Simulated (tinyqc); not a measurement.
# Changing the particle radius R

Model: a particle near a wafer in liquid: double-layer and van der Waals forces (DLVO), deposition barrier and removal. Computed by tinyqc, a small Python program. Command: `OMP_NUM_THREADS=1 python tinyqc.py 3111270 3111271 out.jsonl dlvo sweep`. One thread of a shared host (Intel(R) Xeon(R) Processor @ 2.30GHz), about 0.01 s of CPU time with the checks.

Sphere and flat wall, Derjaguin approximation, constant potentials in the linear-superposition form, no retardation and no hydration force.

Inputs (values chosen for the exercise, of the order of those for silica on copper in water): Hamaker constant A = 3.3e-20 J; potential of the particle psi_1 = -33 mV; potential of the wafer psi_2 = -19 mV; salt concentration c = 0.049 mol/L; valence z of the symmetric salt = 2; temperature T = 293 K; dielectric constant of the liquid = 80.2; contact distance h0 = 0.4 nm; contact radius over R = 0.15; viscosity = 0.69 mPa s.

Constants: e = 1.602176634e-19 C; N_A = 6.02214076e+23 1/mol; eps_0 = 8.8541878128e-12 F/m; k_B = 1.380649e-23 J/K; k_B = 8.617333262e-05 eV/K.

Method. kappa^2 = 2 z^2 e^2 N_A (1000 c)/(eps eps_0 k_B T); gamma_i = tanh(z e psi_i/(4 k_B T)); Z = 64 pi eps eps_0 (k_B T/(z e))^2 gamma_1 gamma_2. Adhesion F_a = A R/(6 h0^2) [1 + a^2/(R h0)] - kappa Z R exp(-kappa h0), a the contact radius. Drag in a shear flow F_d = 1.7 x 6 pi mu R^2 G, acting at 1.4 R; rolling starts when 1.4 R F_d = a F_a. Wall shear stress = mu G.

One run for each value:
```
particle radius R (nm)  wall shear stress for rolling (Pa)  net adhesion F_a (pN)     kappa R
5                                                    26902             2.0114e+02  7.2621e+00
22                                                   11110             1.6082e+03  3.1953e+01
47                                                    8639             5.7077e+03  6.8264e+01
100                                                   7487             2.2392e+04  1.4524e+02
210                                                   6952             9.1689e+04  3.0501e+02
450                                                   6692             4.0531e+05  6.5359e+02
950                                                   6573             1.7741e+06  1.3798e+03
2000                                                  6516             7.7955e+06  2.9048e+03
```

Give the missing row, particle radius R (nm) = 11.

Computed row:
```
particle radius R (nm)  wall shear stress for rolling (Pa)  net adhesion F_a (pN)     kappa R
11                                                   15754             5.7013e+02  1.5977e+01
```

Interpolating between the two neighbouring rows (the first column on a logarithmic scale, the others too where they are positive) misses by up to 6.7 %. Over the rows, wall shear stress for rolling (Pa) falls from 26900 to 6520 (exponent d ln y / d ln x -0.68 between the first rows and -0.012 between the last); net adhesion F_a (pN) rises from 201 to 7.80e6 (exponent d ln y / d ln x 1.3 between the first rows and 2.0 between the last); kappa R rises from 7.26 to 2900 (exponent d ln y / d ln x about 1.0 throughout). At the high end the exponent of wall shear stress for rolling is -0.01, close to 0: the flattened contact adds adhesion as R^2. The smallest particle needs 4.13 times the shear stress of the largest.

Extremes, crossings and ranges named in words are read from the listed rows.
